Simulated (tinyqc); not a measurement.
MOSFET in saturation, small-signal circuit and noise: one step of the calculation.

Bias by the inversion coefficient IC = I/Ispec (charge-based model with velocity saturation; weak inversion below 0.1, strong above 10). Common-source circuit: gm, gds, Cgs, Cgd and Cj at the inner nodes, Rg in series with the gate; quasi-static, no source or drain resistance, no gate-body capacitance, no substrate network, no induced gate noise, so fmax is an upper estimate.

Problem. Capacitances, gate resistance and cut-off frequencies. qs = [sqrt(1 + 4 IC) - 1]/2, Cgs = Cox W L qs (2 qs + 3)/(3 (qs + 1)^2) + Cov W, Cgd = Cov W, Cd = Cj W, Rg = Rsh (Wf/L)/(12 Nf) + Rc/W with Nf = W/Wf fingers (not rounded) contacted at both ends. fT = gm/(2 pi (Cgs + Cgd)), fmax = fT/(2 sqrt(Rg (gds + 2 pi fT Cgd))).

Inputs (values chosen for the exercise): gate length L = 28 nm; total gate width W = 40 um; gate capacitance Cox = 0.97 uF/cm^2; overlap and fringe capacitance per side Cov = 0.24 fF/um; drain junction capacitance Cj = 0.33 fF/um; sheet resistance of the gate Rsh = 20 ohm; finger width Wf = 0.5 um; gate contact and vertical resistance Rc = 100 ohm um; inversion coefficient IC = 10.

gm = 50.066270 mS
gds = 4.4558980 mS

Find: Cgs; Cgd; Cd; Rg; fT; fmax.

Solution.

Cgs = 15.600 fF
Cgd = 9.6000 fF
Cd = 13.200 fF
Rg = 2.8720 ohm
fT = 316.20 GHz
fmax = 608.19 GHz

Overlap and fringe make up 76.2 % of the gate capacitance; fmax is 1.92 times fT.

tinyqc, about 0.01 s, one thread, Intel Xeon 2.30GHz (shared host): `OMP_NUM_THREADS=1 python tinyqc.py 2150101 2150102 out.jsonl`
